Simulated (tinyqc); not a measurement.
Domain walls in a thin film with perpendicular anisotropy: Bloch, Neel and chiral walls, motion and stripe domains: one step, computed by the program tinyqc. Command: `OMP_NUM_THREADS=1 python tinyqc.py 3000748 3000749 out.jsonl mwall walk`. One thread of a shared host (Intel(R) Xeon(R) Processor @ 2.30GHz), about 0.01 s of CPU time with the checks.

One-dimensional wall: polar angle theta(x), azimuth phi of the moment in the wall (phi = 0 Neel, 90 degrees Bloch). mu_0 = 1.25663706212e-6 T m/A, gamma = 1.76085963023e11 rad/(s T).

Task: Stripe domains. Dipolar length l = sigma/(mu_0 M_s^2); for t much smaller than the period the domain width is w = 0.955 t exp(pi l/t) (Kaplan and Gehring), given as log10 of w in nm.

Inputs (values chosen for the exercise, for a model film): saturation magnetisation M_s = 1190 kA/m; thickness t = 1.8 nm.

wall energy sigma = 15.60188 mJ/m^2

Give: dipolar length l; log10 of the domain width in nm.

Result:

dipolar length l = 8.7674 nm

log10 of the domain width in nm = 6.8809

Domains would exceed a millimetre: any device is a single domain in equilibrium.
